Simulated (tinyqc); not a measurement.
Berg model of reactive sputtering of a nitride or oxide: poisoning, hysteresis and pumping speed: one step, computed by the program tinyqc. Command: `OMP_NUM_THREADS=1 python tinyqc.py 3031895 3031896 out.jsonl berg walk`. One thread of a shared host (Intel(R) Xeon(R) Processor @ 2.30GHz), about 0.08 s of CPU time with the checks.

A diatomic gas reacts with bare metal on the target and on the collecting surfaces; ions remove metal and compound from the target. theta_t and theta_c are the compound fractions.

Task: The hysteresis loop. Ion flux j = J/e; gas flux F = P/sqrt(2 pi M k_B T). Target: (2/z) alpha F (1 - theta_t) = j Y_c theta_t. Sputtered flows F_c = j Y_c theta_t A_t, F_m = j Y_m (1 - theta_t) A_t. Collector: (2/z) alpha F (1 - theta_c) A_c + F_c (1 - theta_c) = F_m theta_c. Gas use Q = alpha F [(1 - theta_t) A_t + (1 - theta_c) A_c] + P S/(k_B T); 1 sccm = 4.4780e17 molecules/s. Rate R = F_m + F_c, given relative to j Y_m A_t. Turning points solve dQ/dP = 0; a jump keeps Q fixed; the width of the loop is the difference of the two turning flows.

Inputs (values chosen for the exercise, close to those used for titanium dioxide):

| quantity | value | unit |
|---|---|---|
| ion current density J | 10 | mA/cm^2 |
| target area A_t | 52 | cm^2 |
| collecting area A_c | 1600 | cm^2 |
| metal yield Y_m | 0.56 | - |
| compound yield Y_c | 0.027 | - |
| sticking coefficient alpha | 0.2 | - |
| reactive atoms per metal atom z | 2 | - |
| gas mass M | 32 | u |
| pumping speed S | 130 | l/s |
| gas temperature T | 300 | K |

pressure of the steepest fall = 0.005104876 Pa

Constants: e = 1.602176634e-19 C; u = 1.6605390666e-27 kg; k_B = 1.380649e-23 J/K.

Give: Corners of the loop; width of the loop.

Result:

Corners of the loop:

| point | P (Pa) | Q (sccm) | theta_t | theta_c | relative rate |
|---|---|---|---|---|---|
| edge of the metallic branch | 0.0036 | 1.82 | 0.536 | 0.790 | 0.490 |
| landing, poisoned | 0.0128 | 1.82 | 0.804 | 0.969 | 0.235 |
| edge of the poisoned branch | 0.0084 | 1.76 | 0.728 | 0.937 | 0.307 |
| landing, metallic | 0.0023 | 1.76 | 0.423 | 0.657 | 0.598 |

width of the loop = 0.0682 sccm
